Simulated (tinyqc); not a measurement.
# Worked calculation: capacitance measurement on a leaky thin oxide: effects of series resistance and leakage

Computed by the program tinyqc: `OMP_NUM_THREADS=1 python tinyqc.py 2022147 2022148 out.jsonl`, one thread of a shared Intel Xeon 2.30GHz, about 0.01 s for the whole run. Printed values are rounded.

The device is a capacitance C in parallel with a leakage conductance G, in series with Rs and Ls. An impedance meter reports either a parallel pair (Cp, Gp) from Y = 1/Z = Gp + i w Cp or a series pair (Cs, Rm) from Z = Rm + 1/(i w Cs); w = 2 pi f, dissipation D = Gp/(w |Cp|).

Parameters, values chosen for the exercise; values of the order met in thin-oxide MOS capacitors: relative permittivity of the gate insulator (close to silicon dioxide) eox = 3.9; insulator thickness tox = 1 nm; gate area A = 2500 um^2; oxide-equivalent thickness added by the accumulation layer zc = 0.38 nm; oxide-equivalent thickness added by gate depletion zp = 0 nm; gate leakage current density, not matched to the thickness Jg = 0.00026 A/cm^2; voltage for an e-fold rise of the leakage Vs = 0.35 V; series resistance Rs = 20 ohm; series inductance Ls = 0 nH; measuring frequency f = 2e5 Hz.

Constants: eps0 = 8.8541878128e-14 F/cm where lengths are in cm. Results are converted to the units shown.

## True capacitance and conductance

EOT = 3.9 tox/eox; CET = EOT + zc + zp; C = 3.9 eps0 A/CET; G = Jg A/Vs.

EOT = 1 nm
CET = 1.38 nm
C = 62.5568 pF
G = 0.0185714 uS

## What the meter reports

Z = Rs + i w Ls + 1/(G + i w C).

Z = (0.00230-1.27208i) x 1e4 ohm
Cp = 62.5566 pF
Gp = 0.142165 uS
Cs = 62.5568 pF
D = 0.00180847

Cp is within 0.01 % of C and Cs is within 0.01 % of it; G Rs = 3.71e-7, w C Rs = 0.00157 and G/(w C) = 2.36e-4.
